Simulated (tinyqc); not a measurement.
Surface orientation and number of bands: six-band hole subbands of a thin body in a field.

Basis X, Y, Z times spin, hole energies counted downwards from the unstrained edge (the hydrostatic shift is left out), c = hbar^2/2m0. For a symmetric tensor T let C(T) have C_XX = L Txx + M (Tyy + Tzz), C_XY = N Txy (cyclic), L = c (g1 + 4 g2), M = c (g1 - 2 g2), N = 6 c g3. k = q + kz n, n the unit normal, q = k1 u + k2 v with u along the channel [1-10] and v = n x u. H = C(k k^T) + (Dso/3)(1 - L.sigma) - B + e F z with (L_k)_ij = -i epsilon_kij; B is the block C built from the traceless strain with 2b, -b and sqrt(3) d in place of L, M, N. Strain: exx = eyy = (s11 + s12) sx/2, ezz = s12 sx, exy = -s44 sx/4. Hard walls at z = 0 and t; basis sin(j pi z/t), j = 1 to Nz: kz^2 = (j pi/t)^2, kz = -i D with D_jl = 4 j l/(t (j^2 - l^2)), z_jj = t/2 and z_jl = -8 t j l/(pi (j^2 - l^2))^2 for j + l odd; 1 MV/cm = 0.01 eV/angstrom.

Nz = 14. E1 is the top subband at q = 0, gap the distance to the next pair, and the masses are c q^2/(E(q) - E1) at |q| = 0.02 1/angstrom (mean of the spin pair) along the channel [1-10] and across it in the plane; a dash marks a band that does not rise.

Constants: hbar^2/2m0 = 3.80998211 eV angstrom^2.

Parameters, chosen for this exercise (near those of a p-type Si channel; shifted at random, so the results belong to these values and not to a real crystal): g1 = 4.31 (Luttinger gamma1); g2 = 0.34 (gamma2); g3 = 1.44 (gamma3); Dso = 0.044 eV (spin-orbit splitting); b = -2.09 eV (tetragonal potential); d = -4.88 eV (trigonal potential); S = (7.61, -2.13, 12.64) 1/TPa (compliances s11, s12, s44); t = 55 angstrom (body thickness); F = 0.2 MV/cm (field across the body); sx = -1 GPa (stress along the channel [1-10], negative in compression).

Three faces, six bands; and four bands, with Dso set to 1000 eV.

Results:

| case | E1 (meV) | gap (meV) | m channel | m across |
|---|---|---|---|---|
| (001) 6 bands | 69.9 | 53.7 | 0.165 | 1.787 |
| (001) 4 bands | 81.6 | 49.0 | 0.201 | 0.545 |
| (110) 6 bands | 15.8 | 30.3 | 0.115 | 0.276 |
| (110) 4 bands | 56.3 | 74.7 | 0.147 | 0.290 |
| (111) 6 bands | 39.4 | 61.1 | 0.138 | 0.811 |
| (111) 4 bands | 54.4 | 63.3 | 0.170 | 0.212 |

What does the comparison show, and why?

With six bands the top subband is shallowest on (110) (15.8 meV) and deepest on (001). Without the stress E1 would be 97.3, 51.5 and 65.9 meV, so the stress moves it by -27.3, -35.7 and -26.5 meV. The lightest channel mass is on (110) (0.115 m0). Dropping the split-off band moves E1 by 11.7, 40.5 and 15.0 meV and the gap by -4.8, 44.4 and 2.2 meV on the three faces, with Dso = 44 meV.

Computed by tinyqc, a small Python program: `OMP_NUM_THREADS=1 python tinyqc.py 1280026 1280027 out.jsonl` (the numbers bound the seed that draws the inputs); one thread of a shared host (Intel(R) Xeon(R) Processor @ 2.30GHz), about 0.3 s for the whole set of steps.
